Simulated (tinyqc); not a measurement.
Interstitial-substitutional diffusion of a fast metal impurity in a wafer (kick-out and dissociative mechanisms): one step, computed by the program tinyqc. Command: `OMP_NUM_THREADS=1 python tinyqc.py 3029341 3029342 out.jsonl kickout walk`. One thread of a shared host (Intel(R) Xeon(R) Processor @ 2.30GHz), about 0.3 s of CPU time with the checks.

The metal moves as an interstitial A_i and dissolves on lattice sites either by kicking out a self-interstitial (A_i = A_s + I) or by filling a vacancy (A_i + V = A_s). With A_i at its solubility, local equilibrium and c = C_s/C_s*, self-interstitials and vacancies obey C_I/C_I* = 1/c and C_V/C_V* = c.

Question. Diffusivity against concentration. In defect-free silicon dc/dt = d/dx [(D_K/c^2 + D_F) dc/dx], c = 1 at both faces. D_K = D_I C_I*/C_s* and D_F = D_V C_V*/C_s*. The two terms are equal at c* = sqrt(D_K/D_F). Take c = 1, 0.5, 0.2, 0.1, 0.03 and 0.01.

Inputs (values chosen for the exercise, loosely like those of gold in silicon): temperature T = 875 C.

D_K = 9.396353e-12 cm^2/s

D_F = 1.808071e-11 cm^2/s

Give: c*; Effective diffusivity (cm^2/s).

Answer.

c* = 0.7209

Effective diffusivity (cm^2/s):

| c | kick-out term | total |
|---|---|---|
| 1.00 | 9.396e-12 | 2.748e-11 |
| 0.50 | 3.759e-11 | 5.567e-11 |
| 0.20 | 2.349e-10 | 2.530e-10 |
| 0.10 | 9.396e-10 | 9.577e-10 |
| 0.03 | 1.044e-08 | 1.046e-08 |
| 0.01 | 9.396e-08 | 9.398e-08 |
